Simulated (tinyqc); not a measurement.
# Free and trapped electrons in a MOS channel with a dense trap tail: effects of single changes

p-type body, charge-sheet picture, full ionisation (an idealisation for deep acceptors), Boltzmann statistics for free electrons. e = Ec - EF at the surface. Acceptor-like traps of density D(E) = D0 + De exp(-E/Ew) at depth E below Ec, from 0 to Eu, hold n_t = integral of D(E)/(1 + exp((e - E)/Vt)). psi = Eg - Vt ln(Nv/Na) - e; N_dep = sqrt(2 eps0 eps_r Na (psi - Vt)/q); n_f = sqrt(N_dep^2 + 2 eps0 eps_r Vt Nc exp(-e/Vt)/q) - N_dep; Vg = Vfb + psi + q (N_dep + n_t + n_f)/Cox, Cox = eps0 eox/tox.

Parameters, values chosen for the exercise; band and dielectric values close to those of 4H silicon carbide:
- T = 300 K (temperature)
- Eg = 3.31 eV (band gap)
- eps_r = 9.88 (relative permittivity)
- Nc = 1.71e19 cm^-3 (conduction-band density of states at T)
- Nv = 2.5e19 cm^-3 (valence-band density of states at T)
- eox = 3.9 (relative permittivity of the insulator)
- tox = 56 nm (insulator thickness)
- Na = 4.4e16 cm^-3 (acceptor density)
- Vfb = -1.99 V (flat-band voltage without trapped charge)
- D0 = 5.5e10 cm^-2 eV^-1 (constant background density of acceptor-like traps)
- De = 4.4e12 cm^-2 eV^-1 (density of the tail at the conduction edge)
- Ew = 0.08 eV (decay energy of the tail)
- Eu = 0.56 eV (depth below Ec down to which the traps reach)
- mf = 84 cm^2/(V s) (mobility of free electrons)

Constants: q = 1.602176634e-19 C, kB = 1.380649e-23 J/K, Vt = kB T/q, eps0 = 8.8541878128e-14 F/cm where lengths are in cm. Results are converted to the units shown.

Each table varies one quantity; the others keep the values above.

## Free and trapped charge against gate voltage

Free share n_f/(n_f + n_t); swing ln 10 n_f/(dn_f/dVg); field-effect mobility mf q (dn_f/dVg)/Cox, for a constant mf; oxide field q (N_dep + n_t + n_f)/(eps0 eox).

Results:
columns A: Vg (V); B: e (eV); C: n_f (cm^-2); D: n_t (cm^-2); E: free share (%); F: swing (mV/decade); G: field-effect mobility (cm^2/(V s)); H: oxide field (MV/cm)
```
A             B         C         D         E        F         G       H
3.8      0.3754   1.037e6  1.368e10  0.007574    108.3  0.004808  0.5392
4.9     0.07955  8.880e10  1.741e11     33.78    899.9     49.59  0.6828
5.9     0.03950  3.733e11  2.511e11     59.78     2696     69.58  0.8542
7       0.01846  7.424e11  2.931e11     71.69     4915     75.91   1.047
8      0.005603  1.097e12  3.160e11     77.63     7016     78.57   1.223
9.1   -0.005241  1.497e12  3.325e11     81.83     9380     80.23   1.418
11.2   -0.02079  2.278e12  3.510e11     86.65  1.399e4     81.83   1.790
12.2   -0.02672  2.654e12  3.564e11     88.16  1.622e4     82.26   1.967
```

Estimate the missing row, Vg = 10.1 V.

Computed row:
columns A: Vg (V); B: e (eV); C: n_f (cm^-2); D: n_t (cm^-2); E: free share (%); F: swing (mV/decade); G: field-effect mobility (cm^2/(V s)); H: oxide field (MV/cm)
```
A            B         C         D      E        F      G      H
10.1  -0.01328  1.867e12  3.429e11  84.49  1.156e4  81.16  1.595
```

With this row back in the table: n_f reaches 1e11 cm^-2 at Vg = 4.95 V, against 4.48 V without traps. The free share rises from 0.00757 to 88.2 % and the field-effect mobility rises from 0.00481 to 82.3 cm^2/(V s), although mf = 84 is constant: in the last row 97.9 % of Cox dVg goes into free electrons. The swing in the first row is 108 mV a decade (Vt ln 10 = 59.5). For Vg = 5.9, 7, 8, 9.1, 10.1, 11.2, 12.2 EF lies less than 2 Vt below the band edge, or above it, where degeneracy and confinement, left out, matter.

## Effect of the acceptor density

Vfb is held fixed. VT is the Vg for n_f = 1e11 cm^-2; swing ln 10 n_f/(dn_f/dVg) at n_f = 1e8 cm^-2; the last three columns are for Vg = VT + 4.5 V, with free share n_f/(n_f + n_t) and field-effect mobility mf q (dn_f/dVg)/Cox; there EF is near the band edge, where Boltzmann statistics are rough.

Effect of the acceptor density:
columns A: Na (cm^-3); B: e at VT (eV); C: VT (V); D: q n_t/Cox at VT (V); E: swing (mV/decade); F: n_f (cm^-2); G: free share (%); H: field-effect mobility (cm^2/(V s))
```
A           B      C       D      E         F      G      H
1e15   0.1205  1.960  0.3001  91.65  1.596e12  83.89  78.93
2e15   0.1132  2.203  0.3230  95.78  1.602e12  83.78  79.16
6e15   0.1007  2.776  0.3663  104.7  1.611e12  83.53  79.61
1e16  0.09462  3.156  0.3894  110.1  1.615e12  83.38  79.86
3e16  0.08114  4.358  0.4452  126.2  1.623e12  83.00  80.41
8e16  0.06879  6.117  0.5019  148.0  1.629e12  82.61  80.87
2e17  0.05708  8.721  0.5601  178.2  1.632e12  82.25  81.19
5e17  0.04527  12.81  0.6217  223.4  1.631e12  81.91  81.32
```

What does the table show?

As Na goes from 1e15 to 5e17, VT rises from 1.96 to 12.8 V, its part due to traps rises from 0.300 to 0.622 V, the swing rises from 91.7 to 223 mV/decade and the field-effect mobility rises from 78.9 to 81.3 cm^2/(V s). Most of the rise of VT is depletion charge; the trap part grows since the same n_f needs EF nearer the band edge at heavier doping. For Na = 5e17 e is under 2 Vt already at VT, so VT too is rough.

Computed by the program tinyqc: `OMP_NUM_THREADS=1 python tinyqc.py 2222123 2222124 out.jsonl`, one thread of a shared Intel Xeon 2.30GHz, about 0.02 s for the whole run.
